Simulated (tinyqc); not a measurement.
Plane-wave Kohn-Sham cycle with exchange-only LDA in a layered model solid, step by step. One step of it, computed by the program tinyqc.

Task: Iteration 1: potential. V_H(G) = 4 pi rho(G)/G^2 for G != 0 (uniform background); v_x = -(3 rho/pi)^(1/3); V = V_ext + V_H + v_x; Fourier components f(G_m) = (1/N) sum_j f(x_j) exp(-i G_m x_j).

A solid whose potential varies along x alone (atomic units):
```
parameter                      value
period a                   10.300000
cross-section of the cell  29.000000
electrons per cell                 4
grid points                       16
plane waves -n..n, n               3
k points                           2
V1 in V1 cos(2 pi x/a)     -0.780000
V2 in V2 cos(4 pi x/a)      0.180000
```

density at the start, on the grid x_j = j a/N (e/bohr^3): 0.01339136  0.01339136  0.01339136  0.01339136  0.01339136  0.01339136  0.01339136  0.01339136  0.01339136  0.01339136  0.01339136  0.01339136  0.01339136  0.01339136  0.01339136  0.01339136

Give: Potentials on the grid; V(G_m), m = 0, 1, 2, ....

Result:

Potentials on the grid (hartree):
```
x         V_ext     V_H      v_x        V
0.0000  -0.6000  0.0000  -0.2338  -0.8338
0.6438  -0.5933  0.0000  -0.2338  -0.8272
1.2875  -0.5515  0.0000  -0.2338  -0.7854
1.9312  -0.4258  0.0000  -0.2338  -0.6596
2.5750  -0.1800  0.0000  -0.2338  -0.4138
3.2188   0.1712  0.0000  -0.2338  -0.0626
3.8625   0.5515  0.0000  -0.2338   0.3177
4.5062   0.8479  0.0000  -0.2338   0.6141
5.1500   0.9600  0.0000  -0.2338   0.7262
5.7938   0.8479  0.0000  -0.2338   0.6141
6.4375   0.5515  0.0000  -0.2338   0.3177
7.0812   0.1712  0.0000  -0.2338  -0.0626
7.7250  -0.1800  0.0000  -0.2338  -0.4138
8.3688  -0.4258  0.0000  -0.2338  -0.6596
9.0125  -0.5515  0.0000  -0.2338  -0.7854
9.6562  -0.5933  0.0000  -0.2338  -0.8272
```

V(G_m), m = 0, 1, 2, ... (hartree): -0.2338  -0.3900  0.0900  0.0000  0.0000  0.0000  0.0000
